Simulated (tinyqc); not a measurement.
# Electron-beam lithography: double-Gaussian proximity function, edge placement and dose correction for parallel lines, step by step

A worked calculation. Computed by tinyqc, a small Python program that keeps every step. Command: `OMP_NUM_THREADS=1 python tinyqc.py 3111851 3111852 out.jsonl proximity walk`. One thread of a shared host (Intel(R) Xeon(R) Processor @ 2.30GHz), about 0.01 s of CPU time with the checks. Intermediate numbers are printed to about 5 digits and carried at full precision; extremes and crossings named in words are read from the listed rows.

Lines are infinitely long. Absorbed energy is counted so that the middle of a very large area written at dose 1 receives 1; the resist develops where it exceeds 1/2.

Inputs (values chosen for the exercise, of the order of those for 30 keV electrons in resist on silicon):
```
quantity                              value               unit
forward range alpha                   0.027         micrometre
backscatter range beta                  4.6         micrometre
backscatter ratio eta                  0.81                  -
base dose D0                            750  microcoulomb/cm^2
beam current                           0.47                 nA
pixel size                               10                 nm
width of the test line                0.046         micrometre
pattern density around the test line   0.12                  -
```

line widths (micrometre): 0.048  0.1  0.079  2.2

gaps between the lines (micrometre): 0.08  0.075  0.1

Constants: e = 1.602176634e-19 C.

## Layout

The first line starts at x = 0; each next one starts after the width and the gap.

Lines (micrometre):
```
line  left edge  right edge  centre
1         0.000       0.048  0.0240
2         0.128       0.228  0.1780
3         0.303       0.382  0.3425
4         0.482       2.682  1.5820
```

## Interaction matrix

f(r) = [exp(-r^2/alpha^2)/alpha^2 + eta exp(-r^2/beta^2)/beta^2]/(pi (1 + eta)). A line from a to b at dose d gives E(x) = d [S(alpha) + eta S(beta)]/(1 + eta), S(s) = [erf((b - x)/s) - erf((a - x)/s)]/2. M_ij is the mean of E at the two edges of line i from line j at dose 1.

M:
```
         1        2        3        4
1  0.27558  0.00549  0.00432  0.10610
2  0.00264  0.28173  0.00434  0.10832
3  0.00262  0.00549  0.28057  0.11049
4  0.00225  0.00477  0.00384  0.38839
```

## Dose correction

Uncorrected edge energies are M 1. Solve M d = 1/2 for the doses d that put the mean edge energy of every line at the threshold.

edge energies at dose 1: 1 0.39148, 2 0.39703, 3 0.39917, 4 0.39925

corrected doses: 1 1.2876, 2 1.2620, 3 1.2523, 4 1.2520

largest over smallest dose = 1.0284

Line 1 needs the most and line 4 the least; a narrow isolated line much wider than alpha would need 1 + eta = 1.81.

## Printed widths

Edges are the roots of E(x) = 1/2 between a line centre and the middle of the next gap. Three cases: dose 1 everywhere; one common dose equal to the mean of d; the corrected doses.

Width error, printed less drawn (nm):
```
line  drawn width (nm)   dose 1  mean dose  corrected
1                   48  -21.865   -0.76912   8.60e-05
2                  100  -18.545    0.22461   1.61e-04
3                   79  -18.139    0.59603   6.90e-05
4                 2200  -18.090    0.60881   3.00e-05
```

With the common mean dose the errors span 1.4 nm. With corrected doses the largest error is below 0.01 nm.

## Dose to size and latitude

A test line of width w << beta in surroundings of density rho, all at dose d: near its edge E(x) = d [S + eta rho]/(1 + eta), S = [erf((b - x)/alpha) - erf((a - x)/alpha)]/2 for edges a and b, the second term being the background energy. Dose to size d_s = (1 + eta)/(erf(w/alpha) + 2 eta rho), dose = d_s D0; edge slope d [1 - exp(-w^2/alpha^2)]/(sqrt(pi) alpha (1 + eta)); width change per 1 % of dose = 2 x 0.01 x (1/2)/slope.

dose to size d_s = 1.5360

dose = 1152.0 microcoulomb/cm^2

edge slope = 0.016759 1/nm

width change per 1 % of dose = 0.59669 nm

background energy = 0.082483

The background supplies 16 % of the threshold.

## Shot noise and writing time

With dose = d_s D0: electrons per pixel N = dose x pixel area/e; relative noise 1/sqrt(N); time per cm^2 of pattern area = dose x density/current; pixel rate = current/(dose x pixel area).

electrons per pixel = 7190.0

shot noise = 1.1793 %

writing time per cm^2 = 81.700 h

pixel rate = 0.40800 MHz

Checks made by the program: corrected edge energies (relative difference below 1e-10).
